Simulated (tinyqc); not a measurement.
Static response in three, two and one dimensions: static screening by free carriers.

Lindhard at zero temperature: eps(q)/eps = 1 + (qTF/q)^2 L(x), x = q/(2 kF), L(x) = 1/2 + ((1 - x^2)/(4x)) ln|(1 + x)/(1 - x)|.

kF = 0.00451088 1/angstrom
qTF = 0.00833651 1/angstrom

x = q/(2 kF). Response over its long-wave value: L3 as above; L2 = 1 for x <= 1 and 1 - sqrt(1 - 1/x^2) beyond; L1 = ln|(1 + x)/(1 - x)|/(2x).

Response:
```
x         L3     L2     L1  eps(q)/eps, Lindhard 3D  Thomas-Fermi
0.099  0.997  1.000  1.003                    87.83         88.12
0.296  0.970  1.000  1.031                    10.46         10.75
0.494  0.914  1.000  1.096                    4.199         4.499
0.691  0.821  1.000  1.230                    2.469         2.788
0.889  0.667  1.000  1.594                    1.721         2.080
0.968  0.567  1.000  2.128                    1.517         1.911
1.007  0.480  0.882  2.810                    1.404         1.842
1.086  0.368  0.610  1.468                    1.267         1.724
1.284  0.237  0.373  0.812                    1.123         1.518
1.580  0.147  0.226  0.472                    1.050         1.342
2.173  0.074  0.112  0.229                    1.013         1.181
```

What does the comparison show, and why?

Next to x = 1 the table has L3 = 0.567 and 0.480, L2 = 1.000 and 0.882, L1 = 2.128 and 2.810: an infinite slope in 3D, a kink in 2D and a logarithmic peak in 1D, where the whole Fermi surface is joined by 2 kF. These features give Friedel oscillations of period pi/kF = 696 angstrom at zero temperature; they wash out once kT nears EF, so this table, for T = 0, describes the gas only where EF is well above kT. Thomas-Fermi overstates eps(q) by 7.1 % at x = 0.494 and by 27.8 % at x = 1.58.

tinyqc: `OMP_NUM_THREADS=1 python tinyqc.py 1682582 1682583 out.jsonl`; about 0.01 s, one thread, shared Intel(R) Xeon(R) Processor @ 2.30GHz.
